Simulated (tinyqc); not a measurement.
Sheet resistance of a shallow doped layer with concentration-dependent mobility and limited activation: one step, computed by the program tinyqc.

A layer of one dopant lies in a background of the opposite type. Current flows parallel to the surface down to the junction; depletion is ignored.

Question. Sheet resistance. C(x) = C_s exp(-x^2/(2 l^2)). Active density N = min(C, C_a); carriers n = N - C_B; mobility mu = mu_min + (mu_max - mu_min)/(1 + ((N + C_B)/N_r)^alpha). Integrals from 0 to x_j, where C = C_B (Gauss-Legendre, 60 points on each smooth piece; 1 nm = 1e-7 cm): dose int C dx, carriers int n dx, mean mobility int n mu dx/int n dx, R_s = 1/(e int n mu dx).

Inputs (values chosen for the exercise, modelled on boron in silicon): surface concentration C_s = 1.4e+19 1/cm^3; length l = 29 nm; background C_B = 5.6e+17 1/cm^3; mobility floor mu_min = 49 cm^2/(V s); mobility mu_max = 481 cm^2/(V s); reference density N_r = 1.66e+17 1/cm^3; exponent alpha = 0.693; anneal temperature T = 750 C.

Profile: Gaussian.

active limit C_a = 2.479437e+19 1/cm^3

Constants: e = 1.602176634e-19 C.

Give: chemical dose; sheet carrier density; mean mobility; sheet resistance R_s; carriers per dopant atom; product R_s x_j.

Answer.

chemical dose = 5.032e+13 1/cm^2

sheet carrier density = 4.620e+13 1/cm^2

mean mobility = 74.00 cm^2/(V s)

sheet resistance R_s = 1826 ohm/square

carriers per dopant atom = 0.9181

product R_s x_j = 1.343e+05 ohm nm
